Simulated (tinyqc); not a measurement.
# Trap density from the leakage

Problem. Trap-assisted leakage is J = q Nt times the integral over x of the rate through one trap. Find Nt, the areal density Nt t and the mean in-plane spacing (Nt t)^(-1/2).

Parameters, values chosen for the exercise: thickness t = 4.8 nm.

Constants: q = 1.602176634e-19 C. Results are converted to the units shown.

J = 6.8746253e-5 A/cm^2
integral of the rate over x = 1100.2061 nm/s

Solution. J is proportional to Nt.

Nt = 3.90e18 cm^-3
Nt t = 1.87e12 cm^-2
in-plane spacing = 7.31 nm

Numbers from tinyqc (`OMP_NUM_THREADS=1 python tinyqc.py 2370041 2370042 out.jsonl`; about 0.03 s on one thread of a shared Intel Xeon 2.30GHz).
